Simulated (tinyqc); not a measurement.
One rectangular barrier with mass mismatch, transfer matrices: two steps of the calculation.

One electron of energy E comes from the left lead (band edge 0); no transverse momentum. Parabolic bands, masses in units of m0, C = hbar^2/(2 m0); psi and psi'/m are continuous at every interface. The right lead equals the left one.

Values chosen for this exercise; masses and offsets of a made-up heterostructure:
- U1 = 2.8 eV (barrier height)
- m1 = 0.44 m0 (barrier mass)
- d1 = 0.9 nm (barrier width)
- E = 0.896 eV (electron energy)

Constants: q = 1.602176634e-19 C, hbar = 1.054571817e-34 J s, m0 = 9.1093837015e-31 kg, hbar^2/(2 m0) = 0.0380998212 eV nm^2. Results are converted to the units shown.

Question 1. Matrices of the layers. For the pair (psi, psi'/m) a flat layer has M = [[cos kd, (m/k) sin kd], [-(k/m) sin kd, cos kd]] with k = sqrt(m (E - U)/C) above its edge U, and M = [[cosh Kd, (m/K) sinh Kd], [(K/m) sinh Kd, cosh Kd]] with K = sqrt(m (U - E)/C) below it. M12 is in nm, M21 in 1/nm.

Wanted: M of layer 1.

Answer 1.

M of layer 1:
```
        1       2
1  34.033  3.1921
2  362.55  34.033
```

Question 2. Transmission and reflection. The matrix M carries (psi, psi'/m) across the stack, and v = k/m in each lead. psi = 1 + r at the left edge (incident amplitude 1) and t at the right edge. With det M = 1, a = i vR M11 - M21 and b = -vL vR M12 - i vL M22: t = 2 i vL/(a - b), r = -(a + b)/(a - b), T(E) = (vR/vL) |t|^2, R(E) = |r|^2.

M of layer 1:
```
           1          2
1  34.033478  3.1920752
2  362.54711  34.033478
```

vL = 8.3167391 1/nm
vR = 8.3167391 1/nm

Wanted: t; r; T(E); R(E).

Answer 2.

t = 0.02765-0.00692i
r = -0.2428-0.9697i
T(E) = 8.124e-4
R(E) = 0.9992

T(E) + R(E) = 1: the current is conserved.

Range of the model: Masses are held fixed, although real bands cease to be parabolic a few tenths of an eV from their edges (inside a barrier too).

Computed by the program tinyqc: `OMP_NUM_THREADS=1 python tinyqc.py 2560005 2560006 out.jsonl`, one thread of a shared Intel Xeon 2.30GHz, about 0.01 s for the whole run.
